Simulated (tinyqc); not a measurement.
X-ray reflectivity of a thin film on silicon: critical angles, Parratt recursion, fringes and roughness. Inputs raised by 5 %, one at a time. Computed by tinyqc, a small Python program. Command: `OMP_NUM_THREADS=1 python tinyqc.py 3120001 3120002 out.jsonl xrr sens`. One thread of a shared host (Intel(R) Xeon(R) Processor @ 2.30GHz), about 0.01 s of CPU time with the checks.

n = 1 - delta + i beta; the classical electron radius is r_e = 2.8179403e-6 nm. Layer 0 is vacuum, 1 the film, 2 the substrate.

Inputs (values chosen for the exercise, modelled on TiN on silicon, copper K-alpha radiation): wavelength lambda = 0.15406 nm; film density rho = 5.31 g/cm^3; effective electrons per unit mass, film = 0.467 mol/g; beta/delta, film = 0.08; film thickness d = 41.3 nm; roughness of the surface sigma_1 = 0.57 nm; roughness of the interface sigma_2 = 0.69 nm; substrate density = 2.33 g/cm^3; effective electrons per unit mass, substrate = 0.507 mol/g; beta/delta, substrate = 0.023; grazing angle theta = 1.12 degrees.

Constants: N_A = 6.02214076e+23 1/mol.

Method:
- delta = r_e lambda^2 rho_e/(2 pi), rho_e = density x electrons per mass x N_A; critical angle sqrt(2 delta), q_c = 4 sqrt(pi r_e rho_e).
- k_j = (2 pi/lambda) sqrt(sin^2 theta - 2 delta_j + 2 i beta_j); r_ij = (k_i - k_j)/(k_i + k_j) x exp(-2 k_i k_j sigma^2) (Nevot-Croce); r = (r_01 + r_12 p)/(1 + r_01 r_12 p), p = exp(2 i k_1 d); R = |r|^2.
- Far above the critical angle the period is d theta = lambda/(2 d), or 2 pi/d in q; the envelope runs between (|r_01| - |r_12 p|)^2 and (|r_01| + |r_12 p|)^2; contrast = 2 a b/(a^2 + b^2) with a = |r_01|, b = |r_12 p|; roughness factors on the amplitudes are about exp(-q^2 sigma^2/2).

Runs; columns: (1) input moved; (2) from; (3) to; (4) contrast; (5) critical angle of the film (degrees); (6) period in theta (degrees); (7) roughness factor, surface:
```
(1)                                       (2)     (3)     (4)     (5)     (6)     (7)
base run                                    -       -  0.6371  0.3231  0.1069  0.6617
film density rho (g/cm^3)                5.31  5.5755  0.6520  0.3310  0.1069  0.6617
film thickness d (nm)                    41.3  43.365  0.6315  0.3231  0.1018  0.6617
roughness of the surface sigma_1 (nm)    0.57  0.5985  0.6571  0.3231  0.1069  0.6343
roughness of the interface sigma_2 (nm)  0.69  0.7245  0.6087  0.3231  0.1069  0.6617
grazing angle theta (degrees)            1.12   1.176  0.6322  0.3231  0.1069  0.6343
beta/delta, film                         0.08   0.084  0.6318  0.3231  0.1069  0.6617
```

Exponents ln(y'/y) / ln(x'/x):
```
input                               contrast  critical angle of the film  period in theta  roughness factor, surface
film density rho                       0.474                         0.5                0                      0.000
film thickness d                      -0.181                         0.0               -1                      0.000
roughness of the surface sigma_1       0.633                         0.0                0                     -0.868
roughness of the interface sigma_2    -0.933                         0.0                0                      0.000
grazing angle theta                   -0.156                         0.0                0                     -0.867
beta/delta, film                      -0.170                         0.0                0                      0.000
```

To which inputs is each result most sensitive?

Among the inputs moved here: contrast answers most in size to roughness of the interface sigma_2 (exponent -0.933), next to roughness of the surface sigma_1 (+0.633). Critical angle of the film answers most in size to film density rho (exponent +0.500); its exponent is below 0.0005 for film thickness d, roughness of the surface sigma_1, roughness of the interface sigma_2, grazing angle theta, beta/delta, film. Its exponent +0.500 in film density rho: delta is proportional to the density. Period in theta answers most in size to film thickness d (exponent -1.000); its exponent is below 0.0005 for film density rho, roughness of the surface sigma_1, roughness of the interface sigma_2, grazing angle theta, beta/delta, film. Roughness factor, surface answers most in size to roughness of the surface sigma_1 (exponent -0.868), and about equally to grazing angle theta (-0.867); its exponent is below 0.0005 for film density rho, film thickness d, roughness of the interface sigma_2, beta/delta, film.
